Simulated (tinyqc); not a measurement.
Capacitance measurement on a leaky thin oxide: effects of series resistance and leakage: one step of the calculation.

The device is a capacitance C in parallel with a leakage conductance G, in series with Rs and Ls. An impedance meter reports either a parallel pair (Cp, Gp) from Y = 1/Z = Gp + i w Cp or a series pair (Cs, Rm) from Z = Rm + 1/(i w Cs); w = 2 pi f, dissipation D = Gp/(w |Cp|).

Question. True capacitance and conductance. EOT = 3.9 tox/eox; CET = EOT + zc + zp; C = 3.9 eps0 A/CET; G = Jg A/Vs.

Values chosen for this exercise; values of the order met in thin-oxide MOS capacitors: relative permittivity of the gate insulator (close to silicon dioxide) eox = 3.9; insulator thickness tox = 1.5 nm; gate area A = 100 um^2; oxide-equivalent thickness added by the accumulation layer zc = 0.57 nm; oxide-equivalent thickness added by gate depletion zp = 0.24 nm; gate leakage current density, not matched to the thickness Jg = 0.00036 A/cm^2; voltage for an e-fold rise of the leakage Vs = 0.39 V.

Constants: eps0 = 8.8541878128e-14 F/cm where lengths are in cm. Results are converted to the units shown.

Give: EOT; CET; C; G.

Answer.

EOT = 1.500 nm
CET = 2.310 nm
C = 1.495 pF
G = 9.231e-4 uS

tinyqc, about 0.01 s, one thread, Intel Xeon 2.30GHz (shared host): `OMP_NUM_THREADS=1 python tinyqc.py 2022035 2022036 out.jsonl`
